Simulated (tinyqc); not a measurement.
# On-chip interconnect, size-dependent resistivity and RC delay: two metals against line width

A rectangular line between two neighbours and two ground planes. Surface and grain-boundary scattering are added to the bulk resistivity as corrections; capacitances are parallel-plate values without fringing; inductance is ignored.

Metal width x = wd - 2 tl, height y = AR wd - tl; grain boundaries (Mayadas-Shatzkes): al = (lam/(gr x)) Rg/(1 - Rg), g = 1/[1 - 3 al/2 + 3 al^2 - 3 al^3 ln(1 + 1/al)] - 1; surfaces (Fuchs-Sondheimer, thick limit): s = (3/8) lam (1 - ps)(1/x + 1/y); rho = rho0 (1 + g + s); r = rho/(x y). The second metal has rho2, lam2 and tl2 in place of rho0, lam and tl; ps, Rg, gr and AR are shared.

Values chosen for this exercise; metal values close to those of copper: bulk resistivity rho0 = 1.72 uohm cm; bulk mean free path lam = 40.7 nm; specular share of surface scattering ps = 0; reflection coefficient of grain boundaries Rg = 0.15; grain size over the metal width gr = 1; aspect ratio, height over width AR = 1.5; liner on both walls and the bottom, not conducting tl = 2 nm; space to the neighbouring lines sp = 240 nm; dielectric height to the planes above and below hd = 140 nm; relative permittivity of the dielectric ek = 4.2; Miller factor of the neighbours Mf = 2; bulk resistivity of the second metal (close to tungsten) rho2 = 5.36 uohm cm; mean free path of the second metal lam2 = 15.6 nm; liner of the second metal tl2 = 0.3 nm.

Constants: eps0 = 8.8541878128e-12 F/m. Results are converted to the units shown.

Two metals against line width:
```
wd (nm)  rho, first (uohm cm)  rho, second (uohm cm)  r, first (ohm/um)  r, second (ohm/um)  ratio second/first
6.5                     22.29                  17.50            1.151e4                3139              0.2728
8                       15.12                  15.09               3779                1743              0.4613
10                      10.94                  13.06               1403               945.1              0.6738
13                      8.038                  11.23              510.3               471.5              0.9239
17                      6.185                  9.813              202.4               237.4               1.173
22                      4.993                  8.784              89.47               125.5               1.403
30                      4.016                  7.860              35.93               59.81               1.665
45                      3.195                  7.021              11.90               23.53               1.978
70                      2.645                  6.426              3.891               8.843               2.273
120                     2.250                  5.981              1.090               2.787               2.558
```

The resistivity of the first metal falls from 22.3 to 2.25 uohm cm and that of the second goes from 17.5 to 5.98 uohm cm as the line widens. The products rho0 lam, which set the size effect, are 70.0 and 83.6 uohm cm nm. The two resistances cross at wd = 14.1 nm: below it the second metal gives the lower line resistance. For widths well under the mean free path the thick-limit surface term is only a guide.

Computed by the program tinyqc: `OMP_NUM_THREADS=1 python tinyqc.py 2100080 2100081 out.jsonl`, one thread of a shared Intel Xeon 2.30GHz, about 0.01 s for the whole run.
